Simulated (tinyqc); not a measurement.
# Gain factor and gap resistance from two string resistances

Question. At small bit-line voltage each of the 96 cells has the resistance 1/(K x) at overdrive x (no mobility reduction) in series with a gap resistance Rg. Find K, Rg and the share of the gaps at the higher overdrive.

resistance of a string of 96 equal cells at overdrives of 3.8 and 7.8 V (kohm): 2057.4075  1440.4806

Answer. The resistance per cell is a straight line in 1/x with slope 1/K and intercept Rg.

K = 21.0 uA/V^2
Rg = 8.90 kohm
share of the gaps = 59.3 %

Program tinyqc, `OMP_NUM_THREADS=1 python tinyqc.py 2142101 2142102 out.jsonl`; Intel Xeon 2.30GHz, shared host, one thread, about 0.4 s.
